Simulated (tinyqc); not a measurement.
Ways to converge the cycle: SCF convergence aids in the 6-31g basis, for H2, spin multiplicity 1. Computed by the program tinyqc with PySCF. Command: `OMP_NUM_THREADS=1 python tinyqc.py 111864 111865 out.jsonl`; one thread of a shared host (Intel(R) Xeon(R) Processor @ 2.60GHz), about 0.4 s.

Geometry (angstrom):
```
atom,x,y,z
H,0.0000,0.0000,0.0000
H,0.0000,0.0000,1.1840
```

lowest restricted solution found by these runs and by PySCF = -1.058963 hartree

RHF with one setting changed at a time; a run stops when the energy changes by less than 1e-09 hartree and the error matrix is below 1e-5. The start is the core Hamiltonian. Damping d keeps d of the old density; a shift (hartree) raises the virtual levels; DIIS n extrapolates F over n matrices.

Largest element of the error matrix X^T (FDS - SDF) X:
```
iteration,plain,damping 0.3,damping 0.6,shift 0.4,DIIS 3,DIIS 8
1,1.3e-01,1.3e-01,1.3e-01,1.3e-01,1.3e-01,1.3e-01
2,2.0e-02,5.2e-02,8.4e-02,4.3e-02,2.0e-02,2.0e-02
3,3.2e-03,2.1e-02,5.6e-02,1.5e-02,5.6e-06,5.6e-06
4,5.0e-04,8.8e-03,3.7e-02,4.9e-03,2.3e-06,2.3e-06
5,7.9e-05,3.6e-03,2.5e-02,1.7e-03,-,-
6,1.2e-05,1.5e-03,1.6e-02,5.6e-04,-,-
8,-,2.5e-04,7.1e-03,6.4e-05,-,-
10,-,4.2e-05,3.1e-03,7.3e-06,-,-
14,-,1.2e-06,6.1e-04,-,-,-
20,-,-,5.2e-05,-,-,-
30,-,-,8.5e-07,-,-,-
```

How each run ends:
```
run,iterations,E (hartree),state
plain,7,-1.05896,lowest found
damping 0.3,17,-1.05896,lowest found
damping 0.6,35,-1.05896,lowest found
shift 0.4,10,-1.05896,lowest found
DIIS 3,4,-1.05896,lowest found
DIIS 8,4,-1.05896,lowest found
```

6 of 6 runs reach the lowest restricted solution found, in 4 to 35 iterations (fastest: DIIS 3, DIIS 8). Plain steps already contract here, so damping only slows them. DIIS 3 and DIIS 8 gain by cancelling the error over several earlier matrices, much as a quasi-Newton step does.
